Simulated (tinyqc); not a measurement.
# Two-step dopant diffusion (predeposition and drive-in) with a constant diffusivity, step by step

A worked calculation. Computed by tinyqc, a small Python program that keeps every step. Command: `OMP_NUM_THREADS=1 python tinyqc.py 3001647 3001648 out.jsonl dopdiff walk`. One thread of a shared host (Intel(R) Xeon(R) Processor @ 2.30GHz), about 0.07 s of CPU time with the checks. Intermediate numbers are printed to about 6 digits and carried at full precision; extremes and crossings named in words are read from the listed rows.

Fick diffusion into a half space x > 0 whose background doping C_B is of the opposite type, so that a junction lies where C = C_B.

Inputs (values chosen for the exercise, modelled on aluminium in silicon): prefactor D0 = 1.64 cm^2/s; activation energy E = 3.41 eV; surface concentration C_s = 8.9e+17 1/cm^3; background doping C_B = 4.7e+14 1/cm^3; predeposition temperature T1 = 925 C; predeposition time t1 = 5 min; drive-in temperature T2 = 1025 C; drive-in time t2 = 20 min; mean mobility in the layer mu = 51 cm^2/(V s).

Furnace ramps of the drive-in: none.

Constants: k_B = 8.617333262e-05 eV/K; e = 1.602176634e-19 C.

## Diffusivities

D = D0 exp(-E/(k_B T)). Temperatures in kelvin are T(C) + 273.15. Times in seconds are 60 times the minutes.

D1 = 7.43638e-15 cm^2/s

D2 = 9.46844e-14 cm^2/s

product D1 t1 = 2.23091e-12 cm^2

## Thermal budget of the drive-in

(Dt)2 = D2 t2, t2 in seconds.

drive-in budget (Dt)2 = 1.13621e-10 cm^2

## Predeposition

C = C_s erfc(x/(2 sqrt(D1 t1))); dose Q = 2 C_s sqrt(D1 t1/pi); the junction solves erfc(z) = C_B/C_s with x_j = 2 z sqrt(D1 t1).

dose Q = 1.49998e+12 1/cm^2

z = 2.45089

junction depth after predeposition = 0.0732143 um

## Drive-in as a Gaussian

With a sealed surface and a thin source, C = Q/sqrt(pi (Dt)2) exp(-x^2/(4 (Dt)2)); x_j = 2 sqrt((Dt)2 ln(C(0)/C_B)); gradient at the junction |dC/dx| = C_B x_j/(2 (Dt)2).

surface concentration C(0) (Gaussian) = 7.93929e+16 1/cm^3

junction depth x_j = 0.482830 um

gradient at the junction = 9.98625e+19 1/cm^4

The drive-in moves the junction from 0.0732 to 0.483 um and lowers the surface value by a factor 11.2.

## Sheet resistance

Net dose Q_net = Q erf(x_j/(2 sqrt((Dt)2))) - C_B x_j; R_s = 1/(e mu Q_net), with every dopant ionised and one mobility.

net dose = 1.47525e+12 1/cm^2

sheet resistance R_s (Gaussian) = 82957.2 ohm/square

## Exact junction depth

Exact two-step profile: C = (2 C_s/pi) int_0^alpha exp(-beta (1 + u^2))/(1 + u^2) du with alpha = sqrt(D1 t1/(Dt)2), beta = x^2/(4 (D1 t1 + (Dt)2)). The integral takes 48 Gauss-Legendre points; solve C(x) = C_B.

exact junction depth = 0.485681 um

## Gaussian against the exact two-step profile

Gaussian: C = Q/sqrt(pi (Dt)2) exp(-x^2/(4 (Dt)2)). Depths are fractions of the Gaussian x_j.

Profiles:
```
x/x_j    x (um)  Gaussian (1/cm^3)  exact (1/cm^3)    ratio
0.0    0.000000        7.93929e+16     7.88793e+16  1.00651
0.2    0.096566        6.46657e+16     6.44174e+16  1.00386
0.4    0.193132        3.49424e+16     3.50854e+16  0.99592
0.6    0.289698        1.25261e+16     1.27451e+16  0.98282
0.8    0.386264        2.97896e+15     3.08796e+15  0.96470
1.0    0.482830        4.70000e+14     4.99043e+14  0.94180
1.2    0.579396        4.91946e+13     5.37988e+13  0.91442
```

With D1 t1/(Dt)2 = 0.020, the Gaussian is 0.65 % high at the surface and 5.8 % low at its own junction; the exact junction lies at 0.4857 um, 0.59 % deeper. The dose is the same, but the real source already has a width, which is negligible here.

Checks made by the program: exact profile against the direct convolution of the erfc with the Gaussian kernel (relative difference below 1e-10).
